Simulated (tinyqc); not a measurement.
Length of a molecular wire: coherent transport through a tight-binding bridge. Computed by the program tinyqc. T = Gamma_L Gamma_R |G_1n|^2 with the self-energies of semi-infinite chains.

A uniform bridge between two chains:
```
parameter                       value
site energy (eV)             2.240000
hopping in the bridge (eV)   1.200000
lead hopping (eV)            2.930000
couplings (eV)              0.51, 0.7
E (eV)                       0.030000
```

Transmission against length:
```
sites           T     ln T
2      7.0669e-03  -4.9523
3      6.1124e-03  -5.0974
4      7.3367e-03  -4.9149
5      1.3122e-02  -4.3335
6      5.0309e-02  -2.9896
7      6.3685e-01  -0.4512
8      3.0842e-02  -3.4789
9      1.0676e-02  -4.5398
10     6.7542e-03  -4.9976
```

What does the comparison show, and why?

E lies inside the band of the bridge (|E - e|/2h = 0.921 < 1): T does not decay but oscillates with length, between 0.006 and 0.637 here, as levels of the bridge pass E.
